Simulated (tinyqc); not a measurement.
# Ground and coupling capacitance from two measurements

Problem. A line has Cg to the planes and Cc to each of two neighbours. Find Cg, Cc, the load when both neighbours switch in antiphase, and the pulse on the line when it floats and both neighbours swing by Vx.

Values chosen for this exercise: swing Vx = 1 V.

capacitance with neighbours driven alike and with neighbours grounded (aF/um): [42, 162]

Answer. Driven alike, Cc carries no charge, which leaves Cg; grounded neighbours give Cg + 2 Cc, antiphase Cg + 4 Cc; a floating line divides the swing as 2 Cc/(Cg + 2 Cc).

Cg = 42.0 aF/um
Cc = 60.0 aF/um
load in antiphase = 282 aF/um
pulse = 0.741 V

Computed by the program tinyqc: `OMP_NUM_THREADS=1 python tinyqc.py 2790227 2790228 out.jsonl`, one thread of a shared Intel Xeon 2.30GHz, about 0.5 s for the whole run.
